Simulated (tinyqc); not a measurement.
Inside a calculation. Method: Hubbard chain of 4 sites. Computed by tinyqc, a small Python program that keeps every step. Settings: hopping = 1.95, U = 3.3, mixing = 0.5, iteration cap = 68. Command: `OMP_NUM_THREADS=1 python tinyqc.py 20071 20072 out.jsonl` (the two numbers bound the seeds that draw the settings). One thread of a shared host (Intel(R) Xeon(R) Processor @ 2.60GHz), about 0.2 s of CPU time with the checks. Later iterations appear only in the table of the cycle.

## Mean-field iteration 1

one-body matrix (hopping and site energies) (eV), lower triangle:
```
           1          2          3          4
1   0.800000
2  -1.950000   0.940000
3   0.000000  -1.950000  -0.120000
4   0.000000   0.000000  -1.950000  -0.650000
```

U = 3.300000 eV

electrons, up and down: 2  1

mixing = 0.500000

n(up) at the start (a guess, not normalised): 1 0.550000, 2 0.450000, 3 0.550000, 4 0.450000

n(down) at the start (a guess): 1 0.200000, 2 0.300000, 3 0.200000, 4 0.300000

H(up) = T + U n(down), H(down) = T + U n(up); fill the lowest levels; n(new) = n + mixing (n(out) - n); E = tr T (rho up + rho down) + U sum n_up n_down of the output.

levels, up (eV): -2.193917  -0.082174  2.082872  4.463218

levels, down (eV): -1.369165  0.661204  3.014262  5.263699

energy = -5.256160 eV

n(up) after iteration 1: 1 0.512040, 2 0.451302, 3 0.519506, 4 0.517153

n(down) after iteration 1: 1 0.123859, 2 0.249598, 3 0.311224, 4 0.315320

## Mean-field iteration 2

As before.

levels, up (eV): -2.065920  -0.204968  2.117149  4.423739

levels, down (eV): -1.349584  0.698224  2.999511  5.221849

energy = -5.304713 eV

n(up) after iteration 2: 1 0.507390, 2 0.450076, 3 0.487374, 4 0.555161

n(down) after iteration 2: 1 0.089693, 2 0.232423, 3 0.375687, 4 0.302198

## Convergence

Each step fills the lowest levels of T + U n(other spin) and sets n(new) = n + mixing (n(out) - n); stop when output and input agree to 1e-8.

Course of the cycle:

| iteration | E (eV) | largest \|n(out) - n(in)\| | mean \|n_up - n_down\| |
|---|---|---|---|
| 1 | -5.25616011 | 2.22e-01 | 0.250000 |
| 2 | -5.30471340 | 1.29e-01 | 0.250000 |
| 3 | -5.32476898 | 7.94e-02 | 0.262734 |
| 4 | -5.33588269 | 5.26e-02 | 0.278366 |
| 5 | -5.34240517 | 3.71e-02 | 0.290285 |
| 6 | -5.34625563 | 2.96e-02 | 0.299326 |
| 7 | -5.34851599 | 2.33e-02 | 0.306163 |
| 8 | -5.34983324 | 1.82e-02 | 0.311325 |
| 9 | -5.35059581 | 1.41e-02 | 0.315219 |
| 10 | -5.35103488 | 1.08e-02 | 0.318154 |
| 11 | -5.35128659 | 8.27e-03 | 0.320365 |
| ... | ... | ... | ... |
| 49 | -5.35162021 | 1.72e-07 | 0.327106 |
| 50 | -5.35162021 | 1.29e-07 | 0.327106 |
| 51 | -5.35162021 | 9.73e-08 | 0.327106 |
| 52 | -5.35162021 | 7.32e-08 | 0.327106 |
| 53 | -5.35162021 | 5.50e-08 | 0.327106 |
| 54 | -5.35162021 | 4.14e-08 | 0.327106 |
| 55 | -5.35162021 | 3.11e-08 | 0.327106 |
| 56 | -5.35162021 | 2.34e-08 | 0.327106 |
| 57 | -5.35162021 | 1.76e-08 | 0.327106 |
| 58 | -5.35162021 | 1.32e-08 | 0.327106 |
| 59 | -5.35162021 | 9.96e-09 | 0.327106 |

local moments n_up - n_down: 1 0.452679, 2 0.213533, 3 -0.154212, 4 0.487999

Converged in 59 iterations. Before convergence this energy mixes input and output and is not variational, so it may rise towards its limit.

## Exact diagonalisation (24 states)

Lowest levels of the sector, and the double occupancy of the lowest state.

lowest levels (eV): -5.600136  -3.879085  -2.997713  -2.651398  -1.453228  -0.974067

double occupancy per site = 0.080426

The mean-field solution above lies 0.2485 eV above the exact energy.

## The lowest level by Lanczos steps

From a random start vector (not printed): a_j = <q_j|H|q_j>, b_j = norm of the remainder after orthogonalising; the Ritz value is the lowest eigenvalue of the tridiagonal matrix of a and b so far.

Lanczos:

| j | a_j (eV) | b_j (eV) | lowest Ritz value (eV) |
|---|---|---|---|
| 1 | 1.839575 | 5.418298 | 1.83957537 |
| 2 | 2.090940 | 5.335655 | -3.45449743 |
| 3 | 3.622484 | 3.220343 | -5.25450900 |
| 4 | 2.072355 | 2.712622 | -5.53864290 |
| 5 | 3.073923 | 4.206150 | -5.57711871 |
| 6 | 1.819432 | 3.091827 | -5.59430707 |
| 7 | 3.705464 | 3.434603 | -5.59857398 |
| 8 | 2.090903 | 3.122752 | -5.59967658 |
| 9 | 0.944439 | 3.054971 | -5.60003184 |
| 10 | 4.158316 | 3.143285 | -5.60011690 |
